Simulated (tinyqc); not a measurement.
Inside a calculation. Model: thin-film transistor with exponential tail and deep states, accumulation layer.

tinyqc, about 0.01 s, one thread, Intel Xeon 2.30GHz (shared host): `OMP_NUM_THREADS=1 python tinyqc.py 2610032 2610033 out.jsonl` Printed values are rounded.

An undoped film in accumulation, thicker than the space-charge layer. With band bending psi the Fermi level lies E0 - psi below the band edge. Free electrons n = n0 exp(psi/Vt) carry the current; electrons in two exponential distributions of traps, a = a0 exp(psi/Va) and d = d0 exp(psi/Vp), do not. Linear regime, ohmic contacts, traps in equilibrium.

Parameters, values chosen for the exercise; values close to those of amorphous silicon: temperature T = 250 K; relative permittivity of the semiconductor eps_r = 11.8; density of extended states Nc = 4.8e19 cm^-3; band mobility mb = 10 cm^2/(V s); total density of tail states Nt = 6e19 cm^-3; characteristic temperature of the tail Tt = 320 K; total density of deep states Nd = 7.4e17 cm^-3; characteristic temperature of the deep states Td = 1040 K; bulk Fermi level below the band edge E0 = 0.46 eV; gate capacitance Ci = 20 nF/cm^2; ratio W/L WL = 20; drain voltage Vd = 0.2 V; gate voltage above flat band Vg = 17 V.

Constants: q = 1.602176634e-19 C, kB = 1.380649e-23 J/K, Vt = kB T/q, eps0 = 8.8541878128e-14 F/cm where lengths are in cm. Results are converted to the units shown.

Range of the model: The th form assumes a Fermi level far below the band edge; at the surface it overcounts the filled tail by a factor of about 1.6.

## Bulk densities

Va = kB Tt/q, Vp = kB Td/q; n0 = Nc exp(-E0/Vt), a0 = Nt th(T/Tt) exp(-E0/Va), d0 = Nd th(T/Td) exp(-E0/Vp), th(x) = pi x/sin(pi x).

Va = 0.0275755 V
Vp = 0.0896203 V
th(T/Tt) = 3.86884
n0 = 2.55888e10 cm^-3
a0 = 1.32145e13 cm^-3
d0 = 4.81054e15 cm^-3

## Iteration 1: surface potential by Newton steps

psi at the start = 0.51 V

Va = kB Tt/q, Vp = kB Td/q. G(psi) = sum over the three kinds of c0 [V (exp(psi/V) - 1) - psi], field F = sqrt(2 q G/(eps0 eps_r)); Vg = psi + eps0 eps_r F/Ci at the surface. f = psi + eps0 eps_r F/Ci - Vg, f' = 1 + q rho/(Ci F) with rho = sum c0 (exp(psi/V) - 1); psi(new) = psi - f/f'.

F = 3911.90 kV/cm
f = 187.866 V
f' = 3919.04
psi after iteration 1 = 0.462063 V

## Iteration 2: surface potential by Newton steps

As before.

F = 1576.98 kV/cm
f = 65.8430 V
f' = 1544.36
psi after iteration 2 = 0.419429 V

## Course of the iteration: surface potential by Newton steps

Stop when psi changes by less than 1e-10 V, or after 30 iterations. psi must stay between 0 and 5 V.

Course of the iteration:
```
iteration   psi (V)  |change| (V)
1          0.462063        0.0479
2          0.419429        0.0426
3          0.389031        0.0304
4          0.376099        0.0129
5          0.374241       1.86e-3
6          0.374208       3.33e-5
7          0.374208       1.04e-8
8          0.374208       < 1e-14
```

Converged in 8 iterations. At the end the number of correct digits about doubles with each step.

## Free and total charge, current

psi_s = 0.374208 V

Va = kB Tt/q, Vp = kB Td/q. G(psi) = sum over the three kinds of c0 [V (exp(psi/V) - 1) - psi], field F = sqrt(2 q G/(eps0 eps_r)); Vg = psi + eps0 eps_r F/Ci at the surface. Total charge Q = Ci (Vg - psi_s); free charge Qf = q times the integral of n0 (exp(psi/Vt) - 1)/F over psi from 0 to psi_s; I = (W/L) mb Qf Vd; effective mobility mb Qf/Q.

surface densities (cm^-3): free 8.94856e17, tail 1.03412e19, deep 3.13029e17
Q = 332.516 nC/cm^2
Qf = 14.9325 nC/cm^2
effective mobility = 0.449078 cm^2/(V s)
I = 597.302 nA

4.49 % of the induced charge is free, against 7.75 % of the electrons right at the surface.
